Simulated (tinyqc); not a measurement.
Elastic strain and critical thickness of a cubic alloy layer A(1-x)B(x) on a thick substrate: one step, computed by the program tinyqc. Command: `OMP_NUM_THREADS=1 python tinyqc.py 3024411 3024412 out.jsonl misfit walk`. One thread of a shared host (Intel(R) Xeon(R) Processor @ 2.30GHz), about 0.01 s of CPU time with the checks.

Strain is positive in tension. The layer is coherent with the substrate unless said otherwise.

Task: Equilibrium strain at the thickness h. For h > h_c the same force balance gives the strain left, |e| = |f| A [ln(h/b) + 1]/h, and below h_c e = f; relaxation = 1 - e/f; dislocations per length across each line direction = (|f| - |e|)/(b cos lambda).

Inputs (values chosen for the exercise, for a model alloy): layer thickness h = 14 nm.

Layer: uncapped. Misfit dislocation: edge.

critical thickness h_c (Matthews-Blakeslee) = 0.9711800 nm

misfit f = 0.02502108

prefactor A = 0.5083387 nm

Burgers vector b = 0.3907288 nm

Give: strain left e; relaxation; dislocation line density.

Result:

strain left e = 0.0041599

relaxation = 83.374 %

dislocation line density = 53.390 1/micrometre

h is 14.42 h_c: in equilibrium dislocations lie 18.7 nm apart; slow nucleation and glide can keep a real layer more strained. Caution: an edge dislocation with b in the interface cannot reach it by glide, so the force balance is formal for it. Caution: a critical thickness of a few Burgers vectors is outside continuum elasticity and hangs on the core term.
